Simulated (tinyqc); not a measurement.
Inside a calculation. Model: two-valley model of the transferred-electron effect. Computed by tinyqc, a small Python program that keeps every step. Command: `OMP_NUM_THREADS=1 python tinyqc.py 3020254 3020255 out.jsonl gunn walk`. One thread of a shared host (Intel(R) Xeon(R) Processor @ 2.30GHz), about 0.01 s of CPU time with the checks. Intermediate numbers are printed to about 7 digits and carried at full precision; extremes and crossings named in words are read from the listed rows.

Both kinds of valley share one electron temperature T_e, and each has a constant mobility.

Inputs (values chosen for the exercise, modelled on In0.53Ga0.47As): central-valley mass m1 = 0.043 m_0; satellite-valley mass m2 = 0.26 m_0; satellite valleys Z = 4; valley separation dE = 0.57 eV; central-valley mobility mu1 = 12000 cm^2/(V s); satellite-valley mobility mu2 = 210 cm^2/(V s); energy relaxation time tau_E = 1.2 ps; lattice temperature T = 200 K; electric field F = 6.5 kV/cm; mixing = 1; iteration cap = 50.

Solver: damped fixed point.

Constants: k_B = 8.617333262e-05 eV/K.

## Equilibrium

Density-of-states ratio R = Z (m2/m1)^(3/2); n2/n1 = R exp(-dE/(k_B T_e)); mean mobility mu = (mu1 + mu2 n2/n1)/(1 + n2/n1); energy balance e mu F^2 = (3/2) k_B (T_e - T)/tau_E; v = mu F.

R = 59.47266

n2/n1 without field = 2.576022e-13

low-field mobility = 12000 cm^2/(V s)

dE is 33.1 k_B T, so the satellites are empty without field.

## First two iterations

Fixed point from T_e = T: T_out = T + (2/3) e mu(T_e) F^2 tau_E/k_B, T_new = T_e + mixing (T_out - T_e); stop when |T_out - T_e| is below 1e-6 K.

T_out of iteration 1 = 4906.793 K

T_e after iteration 1 = 4906.793 K

mu at that T_e = 926.8095 cm^2/(V s)

T_e after iteration 2 = 563.5250 K

## Electron temperature

The formulas are those given above.

Course of the iteration:
```
iteration   T_e (K)  mu (cm^2/(V s))  |T_out - T_e| (K)
1           200.000         12000.00           4706.793
2          4906.793           926.81           4343.268
3           563.525         11994.40           4341.072
4          4904.597           927.22           4340.913
5           563.684         11994.38           4340.906
6          4904.590           927.22           4340.905
7           563.685         11994.38           4340.905
...             ...              ...                ...
44         4904.590           927.22           4340.905
45          563.685         11994.38           4340.905
46         4904.590           927.22           4340.905
47          563.685         11994.38           4340.905
48         4904.590           927.22           4340.905
49          563.685         11994.38           4340.905
50         4904.590           927.22           4340.905
```

electron temperature T_e = 563.6849 K

Not converged within 50 iterations: the residual has stopped falling and repeats with period one or two: the iteration swings between two states. T_e jumps up and down: T_out falls steeply as T_e rises, since hot electrons move to the slow valleys, and this mixing overshoots.

Reruns converge with mixing = 0.1, iteration cap = 600; or with mixing = 0.03, iteration cap = 600; or with solver = bisection, iteration cap = 600.
